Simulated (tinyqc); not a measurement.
# Voltage drop against the pad pitch

A grid of 17 by 17 nodes with segments Rx (rows) and Ry (columns); every node draws I1 and the central node kh I1; pads with resistance Rp sit at the nodes whose row and column are multiples of the pitch, counting from 0. The drops u = Vdd - V follow from G u = i, with G the conductance matrix and i the load currents, solved directly.

Parameters, values chosen for the exercise:
```
symbol,value,unit,meaning
Vdd,0.8,V,supply voltage
Rx,1.7,ohm,resistance of a horizontal segment
Ry,0.12,ohm,resistance of a vertical segment
Rp,0.04,ohm,resistance from a pad node to the supply
kh,1,,factor on the load at the hot node
I1,0.65,mA,load current of a node in the large grid
```

Voltage drop against the pad pitch:
columns A: pitch (nodes); B: pads; C: worst drop (mV); D: mean drop (mV); E: largest drop at a pad (mV); F: largest pad current (mA); G: worst drop over Vdd (%)
```
A     B        C        D        E       F         G
1   289  0.02600  0.02600  0.02600  0.6500  0.003250
2    81   0.6930   0.3887   0.1038   2.594   0.08663
4    25    2.927    1.931   0.4075   10.19    0.3659
8     9    11.87    8.449    1.488   37.20     1.484
16    4    47.58    34.32    1.879   46.96     5.948
```

The worst drop goes from 0.0260 to 47.6 mV while the number of pads falls from 289 to 4; between the last two rows it goes as pitch^(2.00). The largest drop at a pad is 100 % of the worst drop in the first row and 3.95 % in the last; the rest falls along the wires.

Computed by the program tinyqc: `OMP_NUM_THREADS=1 python tinyqc.py 2770135 2770136 out.jsonl`, one thread of a shared Intel Xeon 2.30GHz, about 0.1 s for the whole run.
